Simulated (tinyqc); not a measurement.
Junctionless gate-all-around wire, depletion approximation: two steps of the calculation.

A uniformly doped n-type wire of radius R under a surrounding gate; long channel. Below flat band a shell from radius rc to R is fully depleted and the neutral core, at channel potential V (0 at the source, Vd at the drain), carries the current with constant mobility; s = (rc/R)^2 is the share of the cross-section that conducts. The edge of the depleted shell is taken as abrupt, so there is no subthreshold current.

Values chosen for this exercise; material values close to those of germanium: wire radius R = 15 nm; donor density Nd = 3.3e18 cm^-3; flat-band voltage Vfb = 0.33 V; effective mobility in the wire mu = 100 cm^2/(V s); gate length L = 0.1 um; gate voltage Vg = 0.1 V; drain voltage Vd = 0.1 V.

Constants: q = 1.602176634e-19 C. Results are converted to the units shown.

Task 1. Conducting share at the source by Newton steps. With V = 0: f = A (1 - s + s ln s) + B (1 - s) - (Vfb - Vg); f' = A ln s - B; s(new) = s - f/f'.

s after iteration 1 = 0.47243599
A = 0.21125209 V
B = 0.39809387 V

Give: f; f'; s after iteration 2.

Result 1.

f = 0.01663 V
f' = -0.5565 V
s after iteration 2 = 0.5023

Task 2. Core radius, conductance and current. s solves Vfb - Vg + V = A (1 - s + s ln s) + B (1 - s), and s = 0 where the left side exceeds A + B. I = (q mu Nd pi R^2/L)[g(s0) - g(sL)], g = A (s^2/4 - (s^2/2) ln s) + B s^2/2, with s0 at V = 0 and sL at V = Vd. rc = R sqrt(s0); the small-signal conductance at Vd = 0 is q mu Nd pi R^2 s0/L.

s0 = 0.50268143
sL = 0.33154063
A = 0.21125209 V
B = 0.39809387 V

Give: rc at the source; conductance; I.

Result 2.

rc at the source = 10.635 nm
conductance = 18.787 uS
I = 1.5509 uA

tinyqc, about 0.01 s, one thread, Intel Xeon 2.30GHz (shared host): `OMP_NUM_THREADS=1 python tinyqc.py 2460120 2460121 out.jsonl`
